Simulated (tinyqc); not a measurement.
Pelgrom slope, floor and doping from two device sizes.

Problem. s^2 = A^2/(L W) + s0^2, with s0 independent of size and A = (q/Cox) sqrt(Na Wd/3) from random dopants alone, Cox = 3.9 eps0/ti. Find A, s0 and Na.

Parameters, values chosen for the exercise: oxide-equivalent thickness in inversion ti = 2 nm.

Constants: q = 1.602176634e-19 C, eps0 = 8.8541878128e-14 F/cm where lengths are in cm. Results are converted to the units shown.

s for gate areas 0.037 and 1.1 um^2 (mV): 4.51574472  1.60623279
Wd = 50.5524616 nm

Answer. s^2 is linear in 1/area: slope A^2, intercept s0^2.

A = 0.826 mV um
s0 = 1.40 mV
Na = 4.70e17 cm^-3

Computed by the program tinyqc: `OMP_NUM_THREADS=1 python tinyqc.py 2090011 2090012 out.jsonl`, one thread of a shared Intel Xeon 2.30GHz, about 0.01 s for the whole run.
